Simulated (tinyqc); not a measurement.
Inside a calculation. Method: plane-wave Kohn-Sham cycle with exchange-only LDA in a layered model solid. One step of it, computed by the program tinyqc.

Problem. Iteration 1: Hamiltonian at one k. H(m,m') = (k + G_m)^2/2 delta + V(G_m - G_m'), with V(-G) = V(G).

A solid whose potential varies along x alone (atomic units):
```
parameter                      value
period a                   17.900000
cross-section of the cell  21.000000
electrons per cell                 2
grid points                       16
plane waves -n..n, n               3
k points                           2
V1 in V1 cos(2 pi x/a)     -0.530000
V2 in V2 cos(4 pi x/a)      0.140000
```

V(G_m), m = 0, 1, 2, ... (hartree): -0.171913  -0.265000  0.070000  0.000000  0.000000  0.000000  0.000000

k = 0.250000 2 pi / a

Give: H.

Solution.

H (hartree):
```
         -3       -2       -1       +0       +1       +2       +3
-3   0.2940  -0.2650   0.0700   0.0000   0.0000   0.0000   0.0000
-2  -0.2650   0.0168  -0.2650   0.0700   0.0000   0.0000   0.0000
-1   0.0700  -0.2650  -0.1373  -0.2650   0.0700   0.0000   0.0000
+0   0.0000   0.0700  -0.2650  -0.1681  -0.2650   0.0700   0.0000
+1   0.0000   0.0000   0.0700  -0.2650  -0.0757  -0.2650   0.0700
+2   0.0000   0.0000   0.0000   0.0700  -0.2650   0.1400  -0.2650
+3   0.0000   0.0000   0.0000   0.0000   0.0700  -0.2650   0.4788
```
